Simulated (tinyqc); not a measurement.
Inside a calculation. Model: electron-beam lithography: double-Gaussian proximity function, edge placement and dose correction for parallel lines. Computed by tinyqc, a small Python program that keeps every step. Command: `OMP_NUM_THREADS=1 python tinyqc.py 3110442 3110443 out.jsonl proximity walk`. One thread of a shared host (Intel(R) Xeon(R) Processor @ 2.30GHz), about 0.01 s of CPU time with the checks. Intermediate numbers are printed to about 6 digits and carried at full precision; extremes and crossings named in words are read from the listed rows.

Lines are infinitely long. Absorbed energy is counted so that the middle of a very large area written at dose 1 receives 1; the resist develops where it exceeds 1/2.

Inputs (values chosen for the exercise, of the order of those for 20 keV electrons in resist on silicon):
```
quantity                              value               unit
forward range alpha                   0.025         micrometre
backscatter range beta                  2.3         micrometre
backscatter ratio eta                  0.75                  -
base dose D0                            160  microcoulomb/cm^2
beam current                             10                 nA
pixel size                                5                 nm
width of the test line                 0.14         micrometre
pattern density around the test line   0.44                  -
```

line widths (micrometre): 2.3  0.03  0.38  0.044  0.091

gaps between the lines (micrometre): 0.098  0.92  0.19  0.18

Constants: e = 1.602176634e-19 C.

## Layout

The first line starts at x = 0; each next one starts after the width and the gap.

Lines (micrometre):
```
line  left edge  right edge  centre
1         0.000       2.300  1.1500
2         2.398       2.428  2.4130
3         3.348       3.728  3.5380
4         3.918       3.962  3.9400
5         4.142       4.233  4.1875
```

## Interaction matrix

f(r) = [exp(-r^2/alpha^2)/alpha^2 + eta exp(-r^2/beta^2)/beta^2]/(pi (1 + eta)). A line from a to b at dose d gives E(x) = d [S(alpha) + eta S(beta)]/(1 + eta), S(s) = [erf((b - x)/s) - erf((a - x)/s)]/2. M_ij is the mean of E at the two edges of line i from line j at dose 1.

M:
```
          1         2         3         4         5
1  0.466293  0.002098  0.016826  0.001514  0.002613
2  0.172865  0.263243  0.031410  0.002977  0.005276
3  0.089766  0.002474  0.325303  0.004458  0.008782
4  0.063834  0.002030  0.038661  0.286679  0.009455
5  0.050558  0.001739  0.036804  0.004571  0.295276
```

## Dose correction

Uncorrected edge energies are M 1. Solve M d = 1/2 for the doses d that put the mean edge energy of every line at the threshold.

edge energies at dose 1: 1 0.489344, 2 0.475771, 3 0.430783, 4 0.400658, 5 0.388948

corrected doses: 1 1.01265, 2 1.05005, 3 1.19542, 4 1.30564, 5 1.34454

largest over smallest dose = 1.32775

Line 5 needs the most and line 1 the least; a narrow isolated line much wider than alpha would need 1 + eta = 1.75.

## Printed widths

Edges are the roots of E(x) = 1/2 between a line centre and the middle of the next gap. Three cases: dose 1 everywhere; one common dose equal to the mean of d; the corrected doses.

Width error, printed less drawn (nm):
```
line  drawn width (nm)    dose 1  mean dose  corrected
1                 2300   -1.6476    10.4034   0.003989
2                   30   -5.1562    10.1896   0.000500
3                  380  -10.9127     1.1987   0.007126
4                   44  -17.5977    -3.6808   0.000675
5                   91  -17.9674    -5.3205   0.001200
```

With the common mean dose the errors span 15.7 nm. With corrected doses the largest error is below 0.01 nm.

## Dose to size and latitude

A test line of width w << beta in surroundings of density rho, all at dose d: near its edge E(x) = d [S + eta rho]/(1 + eta), S = [erf((b - x)/alpha) - erf((a - x)/alpha)]/2 for edges a and b, the second term being the background energy. Dose to size d_s = (1 + eta)/(erf(w/alpha) + 2 eta rho), dose = d_s D0; edge slope d [1 - exp(-w^2/alpha^2)]/(sqrt(pi) alpha (1 + eta)); width change per 1 % of dose = 2 x 0.01 x (1/2)/slope.

dose to size d_s = 1.05422

dose = 168.675 microcoulomb/cm^2

edge slope = 0.0135949 1/nm

width change per 1 % of dose = 0.735568 nm

background energy = 0.198795

The background supplies 40 % of the threshold.

## Shot noise and writing time

With dose = d_s D0: electrons per pixel N = dose x pixel area/e; relative noise 1/sqrt(N); time per cm^2 of pattern area = dose x density/current; pixel rate = current/(dose x pixel area).

electrons per pixel = 263.196

shot noise = 6.16397 %

writing time per cm^2 = 2.06158 h

pixel rate = 237.143 MHz

Checks made by the program: corrected edge energies (relative difference below 1e-10).
